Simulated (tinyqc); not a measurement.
Oxide trap near a transistor channel: two-state multiphonon kinetics, telegraph noise and bias instability: one step, computed by the program tinyqc. Command: `OMP_NUM_THREADS=1 python tinyqc.py 3029903 3029904 out.jsonl oxidetrap walk`. One thread of a shared host (Intel(R) Xeon(R) Processor @ 2.30GHz), about 0.01 s of CPU time with the checks.

An n-channel device under positive gate bias. The trap is empty (state 1) or holds an electron (state 2); both states are parabolas of equal curvature, and the electron reservoir is taken at the Fermi level of the channel.

Question. Step height and noise. Charge-sheet step dV = e (t_ox - x)/(eps_ox eps_0 W L); Lorentzian spectrum S(f) = 4 dV^2 tau_0^2/((tau_c + tau_e)(1 + (2 pi f tau_0)^2)); corner 1/(2 pi tau_0); variance dV^2 f_2 (1 - f_2) = dV^2 tau_0/(tau_c + tau_e).

Inputs (values chosen for the exercise, with an insulator like HfO2 on silicon):
```
quantity,value,unit
insulator constant eps_ox,20.9,-
insulator thickness t_ox,2.1,nm
trap depth x from the interface,0.35,nm
temperature T,250,K
channel width W,130,nm
channel length L,160,nm
frequency f,30000,Hz
```

Parts treated: one trap and an ensemble.

tau_0 = 9.095270e-04 s

capture time tau_c = 0.02328614 s

emission time tau_e = 9.464959e-04 s

Constants: e = 1.602176634e-19 C; eps_0 = 8.8541878128e-12 F/m.

Give: threshold step dV; corner frequency; S(f); root-mean-square noise.

Answer.

threshold step dV = 0.07284 mV

corner frequency = 175.0 Hz

S(f) = 2.465e-17 V^2/Hz

root-mean-square noise = 0.01411 mV

f lies above the corner, on the 1/f^2 tail. Random dopants and current percolation, left out here, spread real steps around this value. Caution: at this temperature nuclear tunnelling through such barriers shortens the times below these classical values.
